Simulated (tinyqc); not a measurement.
Ellipsoidal valleys in the axes of a wafer and a channel: one step. Tensors of the valley [-11-1]. Three cases, with inputs chosen for the exercise.

Problem. Form w and the reduced tensor u.

Valleys with axes a along [111], [1-1-1], [-11-1] and [-1-11], one whole valley each; inverse mass tensor w = 1/mt + (1/ml - 1/mt) a a. Device axes: z = nz/|nz|, x = nx/|nx|, y = z cross x; in them a = (ax, ay, az). Confinement mass mz = 1/w_zz. In the plane w_ij is replaced by u_ij = w_ij - w_iz w_jz/w_zz (i, j = x, y); density-of-states mass md = 1/sqrt(det u); conductivity mass along x mc = 1/u_xx; ballistic transport mass mx = u_yy/det u, width mass my = 1/u_yy.

Case 1.

Values chosen (out of a larger set: near those of the L valleys of GaAs; not measured data): ml = 1.917 m0 (longitudinal mass); mt = 0.078 m0 (transverse mass).

valley axes:
```
                ax         ay         az
[111]     0.000000  -0.577350   0.816497
[1-1-1]   0.816497   0.577350   0.000000
[-11-1]  -0.816497   0.577350   0.000000
[-1-11]   0.000000  -0.577350  -0.816497
```

Case 2.

Values chosen (out of a larger set: near those of the L valleys of GaAs; not measured data): ml = 1.932 m0 (longitudinal mass); mt = 0.074 m0 (transverse mass).

valley axes:
```
                ax         ay         az
[111]     0.333333   0.000000   0.942809
[1-1-1]   0.333333  -0.816497  -0.471405
[-11-1]   0.333333   0.816497  -0.471405
[-1-11]  -1.000000   0.000000   0.000000
```

Case 3.

Values chosen (out of a larger set: near those of the L valleys of Ge; not measured data): ml = 1.597 m0 (longitudinal mass); mt = 0.083 m0 (transverse mass).

valley axes:
```
                ax         ay         az
[111]     0.000000   0.000000   1.000000
[1-1-1]   0.816497   0.471405  -0.333333
[-11-1]  -0.816497   0.471405  -0.333333
[-1-11]   0.000000  -0.942809  -0.333333
```

Give: w; u.

Solution.

Case 1.

w (1/m0):
```
        x       y        z
x  4.6213  5.7977   0.0000
y  5.7977  8.7209   0.0000
z  0.0000  0.0000  12.8205
```

u (1/m0):
```
        x       y
x  4.6213  5.7977
y  5.7977  8.7209
```

w_xz = w_yz = 0: the normal is a principal axis and u is the upper block of w.

Case 2.

w (1/m0):
```
         x        y        z
x  12.0695  -3.5370   2.0421
y  -3.5370   4.8496   5.0021
z   2.0421   5.0021  10.6255
```

u (1/m0):
```
         x        y
x  11.6771  -4.4984
y  -4.4984   2.4947
```

The axis is tilted against the normal, so w_xz or w_yz is not zero and the reduction changes the masses in the plane.

Case 3.

w (1/m0):
```
         x       y        z
x   4.4335  4.3963  -3.1087
y   4.3963  9.5100   1.7948
z  -3.1087  1.7948  10.7791
```

u (1/m0):
```
        x       y
x  3.5370  4.9140
y  4.9140  9.2111
```

The axis is tilted against the normal, so w_xz or w_yz is not zero and the reduction changes the masses in the plane.

Computed by tinyqc, one run a case: `OMP_NUM_THREADS=1 python tinyqc.py N N+1 out.jsonl` with N = 1851052, 1851054, 1880153; one thread of a shared Intel(R) Xeon(R) Processor @ 2.30GHz, about 0.01 s a run at most.
